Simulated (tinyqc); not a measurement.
# Surface potential of a MOS transistor: implicit equation and explicit approximations: effects of single changes

p-type body, charge-sheet picture, depletion and inversion only, full ionisation (an idealisation for deep acceptors), Boltzmann statistics (rough once Na exp(x - xn) passes about Nc/7). In units of Vt: xg = (Vg - Vfb)/Vt, x = psi/Vt, G = gamma/sqrt(Vt), xn = (2 phiF + Vc)/Vt. The implicit equation is (xg - x)^2 = G^2 [x - 1 + exp(x - xn)] for x above about 3. Cox = eps0 eox/tox.

Values chosen for this exercise; band and dielectric values close to those of silicon:
```
symbol,value,unit,meaning
T,350,K,temperature
Eg,1.14,eV,band gap
eps_r,11.6,,relative permittivity
Nc,3.57e19,cm^-3,conduction-band density of states at T
Nv,3.3e19,cm^-3,valence-band density of states at T
eox,3.9,,relative permittivity of the gate insulator (close to silicon dioxide)
tox,14,nm,insulator thickness
Na,1.1e16,cm^-3,acceptor density
Vfb,-0.46,V,flat-band voltage
Vc,0,V,channel-body voltage
Vg,1.26,V,gate-body voltage
```

Constants: q = 1.602176634e-19 C, kB = 1.380649e-23 J/K, Vt = kB T/q, eps0 = 8.8541878128e-14 F/cm where lengths are in cm. Results are converted to the units shown.

Each table varies one quantity; the others keep the values above.

## Accuracy of the approximations against gate voltage

ni = sqrt(Nc Nv) exp(-Eg/(2 Vt)), Eg in volts; phiF = Vt ln(Na/ni); gamma = sqrt(2 q eps0 eps_r Na)/Cox; VT = Vfb + Vt (xn + G sqrt(xn - 1)). Depletion value a = 1 + [sqrt(G^2/4 + xg - 1) - G/2]^2; inversion value b = xn + ln[(xg - xn)^2/G^2 - xn + 1] and first guess y = min(a, b) - ln(1 + exp(-|a - b|)) if a > xn + 1, else b = y = a; one second-order correction with D = exp(y - xn), p = 2 (xg - y) + G^2 (1 + D), w = (xg - y)^2 - G^2 (y - 1 + D): z = y + 2 w/(p + sqrt(p^2 - 2 (2 - G^2 D) w)), or the Newton step z = y + w/p where the root is not real. N_inv = (Cox Vt G/q) [sqrt(x - 1 + exp(x - xn)) - sqrt(x - 1)] at the root. Lambert form (Cox m Vt/q) W0[(G/(2 m sqrt(xn - 1))) exp((Vg - VT)/(m Vt))], m = 1 + G/(2 sqrt(xn - 1)). Errors under 1e-4 mV, and the linear form below VT, are printed as 0.

Accuracy of the approximations against gate voltage:
```
Vg (V),psi (V),x - xn,error of y (mV),error of z (mV),N_inv (cm^-2),Cox (Vg - VT)/q (cm^-2),Lambert form (cm^-2)
-0.01,0.3189,-11.13,0,0,1.542e5,0,7.897e4
0.19,0.4854,-5.613,0.0169,0,3.065e7,0,2.467e7
0.39,0.6531,-0.05238,3.79,-1.21e-3,6.733e9,3.925e9,6.793e9
0.59,0.7523,3.236,23.7,-6.77,1.392e11,3.118e11,1.491e11
0.79,0.7911,4.523,19.6,-3.01,3.789e11,6.197e11,4.037e11
0.99,0.8143,5.294,15.4,-1.10,6.460e11,9.276e11,6.833e11
1.19,0.8311,5.850,12.8,-0.565,9.246e11,1.236e12,9.723e11
1.39,0.8442,6.285,11.1,-0.342,1.210e12,1.543e12,1.266e12
1.59,0.8551,6.644,9.83,-0.226,1.499e12,1.851e12,1.563e12
```

Read the table: what changes, and by how much?

psi rises from 0.319 to 0.855 V and ends 6.6 Vt above 2 phiF + Vc. Among the rows the first guess is off by at most 24 mV (at Vg = 0.59 V) and the corrected value by at most 6.8 mV. In the last row the linear form is 24 % above N_inv and the Lambert form 4.3 % above it; in the first row the Lambert form is 49 % below it. For Vg = 1.39, 1.59 the electron quasi-Fermi level lies less than 2 Vt below the band edge at the surface, or above it, where degeneracy and confinement, left out, matter.

## Effect of the acceptor density at fixed gate voltage

Same model as above.

Vfb is held fixed.

Effect of the acceptor density at fixed gate voltage:
```
Na (cm^-3),psi (V),x - xn,error of y (mV),error of z (mV),N_inv (cm^-2),Cox (Vg - VT)/q (cm^-2),Lambert form (cm^-2)
3.7e14,0.7417,9.670,15.8,-1.29,1.448e12,1.910e12,1.579e12
8e14,0.7635,8.851,14.9,-1.02,1.386e12,1.814e12,1.498e12
1.8e15,0.7864,7.987,14.0,-0.795,1.305e12,1.699e12,1.397e12
3.8e15,0.8072,7.184,13.2,-0.629,1.211e12,1.574e12,1.285e12
8.4e15,0.8289,6.315,12.4,-0.499,1.079e12,1.409e12,1.135e12
1.8e16,0.8486,5.444,11.9,-0.431,9.069e11,1.206e12,9.476e11
4e16,0.8662,4.431,12.3,-0.466,6.597e11,9.200e11,6.844e11
8.8e16,0.8733,3.090,15.2,-0.931,3.281e11,5.271e11,3.384e11
```

Read the table: what changes, and by how much?

As Na goes from 3.7e14 to 8.8e16, psi rises from 0.742 to 0.873 V, x - xn falls from 9.67 to 3.09 and N_inv falls from 1.45e12 to 3.28e11 cm^-2. The Lambert form lies between 1.03 and 1.09 times N_inv. For Na = 3.7e14, 8e14, 1.8e15, 3.8e15 the electron quasi-Fermi level lies less than 2 Vt below the band edge at the surface, or above it, where degeneracy and confinement, left out, matter.

Program tinyqc, `OMP_NUM_THREADS=1 python tinyqc.py 2122013 2122014 out.jsonl`; Intel Xeon 2.30GHz, shared host, one thread, about 0.01 s.
